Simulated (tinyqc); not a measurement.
Thermodynamics of metal silicides: hull, first phase, silicon consumed, nucleation and stability against SiO2: one step, computed by the program tinyqc.

Entropies of formation of the solids are neglected, so heats stand for free energies. Si fractions: M2Si 0.3333, MSi 0.5000, MSi2 0.6667.

Problem. Which phases are stable. A phase is stable if it lies below every straight line between a phase on its left and one on its right (M and Si at zero). Distance = its heat less the lowest such line, negative for a stable phase.

Inputs (values chosen for the exercise, for a model metal): heat of formation of M2Si = -52.7 kJ/mol atoms; heat of formation of MSi = -54.7 kJ/mol atoms; heat of formation of MSi2 = -27 kJ/mol atoms.

Phases: M2Si, MSi, MSi2.

Give: distance to the lowest tie line.

Solution.

distance to the lowest tie line (kJ/mol atoms): M2Si -16.23, MSi -14.85, MSi2 9.47

Unstable against decomposition into neighbours: MSi2.
